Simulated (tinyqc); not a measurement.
## Transit time and capacitance from two cut-off frequencies

Problem. 1/(2 pi fT) = tauF + Vt C/JC, C the sum of the junction capacitances per area. Find C, tauF and the limit of fT at high current.

Inputs (values chosen for the exercise): temperature T = 300 K.

Constants: q = 1.602176634e-19 C, kB = 1.380649e-23 J/K, Vt = kB T/q. Results are converted to the units shown.

JC (mA/um^2): 0.011  0.22
fT (GHz): 8.6133025  65.633872

Answer. The delay is a straight line in 1/JC with slope Vt C and intercept tauF.

C = 7.190 fF/um^2
tauF = 1.580 ps
limit of fT = 100.7 GHz

Computed by the program tinyqc: `OMP_NUM_THREADS=1 python tinyqc.py 2320032 2320033 out.jsonl`, one thread of a shared Intel Xeon 2.30GHz, about 0.01 s for the whole run.
